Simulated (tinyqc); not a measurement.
Deep level with several charge states, and Shockley-Read-Hall recombination: one step. Emission and generation in a depleted region.

One level at Et with degeneracy 1: tn = 1/(sn vth Nt), tp = 1/(sp_ vth Nt), n1 = Nc exp((Et - Eg)/kT), p1 = Nv exp(-Et/kT), ni^2 = n1 p1. Equilibrium n0 = Nm, p0 = ni^2/Nm; n = n0 + dn, p = p0 + dn. U = (n p - ni^2)/(tp (n + n1) + tn (p + p1)), lifetime dn/U; emission rates en = sn vth n1, ep = sp_ vth p1.

Constants: kB = 8.617333262e-05 eV/K.

Parameters, chosen for this exercise (gap and densities of states near those of Si at this temperature; the results hold for these values, not for the real material): Eg = 1.111 eV (gap); Nc = 3.44e+19 1/cm^3 (conduction-band density of states); Nv = 1.44e+19 1/cm^3 (valence-band density of states); T = 350 K; Et = 0.937 eV (recombination level above Ev); Nt = 2e+14 1/cm^3 (defects); sn = 1.5e-16 cm^2 (electron capture cross-section); sp_ = 8.2e-15 cm^2 (hole capture cross-section); vth = 15000000 cm/s (thermal velocity, both carriers).

Question. With n = p = 0 the level generates pairs at G = Nt en ep/(en + ep); generation lifetime tg = ni/G; current density e G W for a width W = 1 micrometre, e = 1.602176634e-19 C.

Give: en, ep; G; tg; current density.

Answer.

en, ep (1/s): [2.42e+08, 0.0570]

G = 1.14e+13 1/(cm^3 s)
tg = 1.96e+04 microsecond
current density = 1.83e-10 A/cm^2

The slower step, hole emission, limits the rate: en/ep = 4.24e+09.

Program tinyqc; command `OMP_NUM_THREADS=1 python tinyqc.py 1651523 1651524 out.jsonl`; about 0.01 s on one thread of a shared Intel(R) Xeon(R) Processor @ 2.30GHz.
